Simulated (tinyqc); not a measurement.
Electroplating on a thin resistive seed layer: kinetics, Wagner number and the terminal effect across a wafer. Inputs raised by 5 %, one at a time. Computed by tinyqc, a small Python program. Command: `OMP_NUM_THREADS=1 python tinyqc.py 3120482 3120483 out.jsonl terminal sens`. One thread of a shared host (Intel(R) Xeon(R) Processor @ 2.30GHz), about 0.05 s of CPU time with the checks.

Current enters the seed at the rim. The bath is treated as a local resistance per area (no lateral flow in the liquid), two electrons per ion, molar volume 7.11 cm^3/mol, Faraday constant F = e N_A, kinematic viscosity 0.01 cm^2/s, omega = 2 pi x rpm/60; k_B T/e is in volts.

Inputs (values chosen for the exercise, of the order of those for copper plating on a thin cobalt or ruthenium seed): wafer radius R = 10 cm; seed thickness t = 200 nm; seed resistivity = 21 microohm cm; bath conductivity kappa = 0.067 S/cm; gap to the anode h = 9.9 cm; extra resistance of a porous plate = 0 ohm cm^2; exchange current density i_0 = 0.24 mA/cm^2; cathodic transfer coefficient alpha = 0.87; mean current density = 5.8 mA/cm^2; diffusivity of the metal ion = 5.2e-06 cm^2/s; metal ion concentration = 0.36 mol/L; rotation rate = 200 rpm; temperature T = 298 K.

Constants: e = 1.602176634e-19 C; N_A = 6.02214076e+23 1/mol; k_B = 8.617333262e-05 eV/K.

Method:
- Growth rate = i V_m/(2 F). Levich limit i_L = 0.62 x 2 F D^(2/3) omega^(1/2) nu^(-1/6) c. Tafel overpotential eta = (k_B T/(alpha e)) ln(i/i_0); kinetic resistance k_B T/(alpha e i); bath resistance h/kappa + plate; R_s = resistivity/t; Wagner number = kinetic resistance x kappa/R.
- Linearised: with R_t = kinetic + bath resistance the current density obeys (1/r)(r i')' = i R_s/R_t, so i = A I_0(r/l), l = sqrt(R_t/R_s); with x = R/l, edge/centre = I_0(x) and edge/mean = x I_0(x)/(2 I_1(x)).
- Voltage drop in the seed for a uniform current: i R_s R^2/4.
- Full model: seed potential phi(r) with (1/r)(r phi')' = R_s i, where i solves phi = R_b i + (k_B T/(alpha e)) ln(i/i_0) (phi being the driving voltage left at r); phi'(0) = 0 and phi'(R) = R_s i_mean R/2. Solved by collocation to a tolerance of 1e-7.

Runs:
```
input moved                              from       to  edge over centre, full model  length l (cm)  drop for uniform current (mV)  Wagner number
base run                                    -        -                        1.1792         12.065                         152.25       0.034097
wafer radius R (cm)                        10     10.5                        1.1985         12.065                         167.86       0.032473
seed thickness t (nm)                     200      210                        1.1704         12.363                         145.00       0.034097
seed resistivity (microohm cm)             21    22.05                        1.1886         11.775                         159.86       0.034097
bath conductivity kappa (S/cm)          0.067  0.07035                        1.1883         11.784                         152.25       0.035802
gap to the anode h (cm)                   9.9   10.395                        1.1706         12.353                         152.25       0.034097
mean current density (mA/cm^2)            5.8     6.09                        1.1795         12.056                         159.86       0.032473
exchange current density i_0 (mA/cm^2)   0.24    0.252                        1.1792         12.065                         152.25       0.034097
```

Exponents ln(y'/y) / ln(x'/x):
```
input                         edge over centre, full model  length l  drop for uniform current  Wagner number
wafer radius R                                       0.332     0.000                         2             -1
seed thickness t                                    -0.155     0.500                        -1              0
seed resistivity                                     0.162    -0.500                         1              0
bath conductivity kappa                              0.156    -0.483                         0              1
gap to the anode h                                  -0.150     0.484                         0              0
mean current density                                 0.005    -0.016                         1             -1
exchange current density i_0                         0.000     0.000                         0              0
```

Among the inputs moved here: edge over centre, full model answers most in size to wafer radius R (exponent +0.332), next to seed resistivity (+0.162); its exponent is below 0.0005 for exchange current density i_0. Its exponent 0.000 in exchange current density i_0: in the Tafel range i_0 only shifts the voltage. Length l answers most in size to seed thickness t (exponent +0.500), and about equally to seed resistivity (-0.500); its exponent is below 0.0005 for wafer radius R, exchange current density i_0. Its exponent +0.500 in seed thickness t: l = sqrt(R_t/R_s). Drop for uniform current answers most in size to wafer radius R (exponent +2.000), next to seed thickness t (-1.000); its exponent is below 0.0005 for bath conductivity kappa, gap to the anode h, exchange current density i_0. Wagner number answers most in size to wafer radius R (exponent -1.000), and about equally to bath conductivity kappa (+1.000), mean current density (-1.000); its exponent is below 0.0005 for seed thickness t, seed resistivity, gap to the anode h, exchange current density i_0.
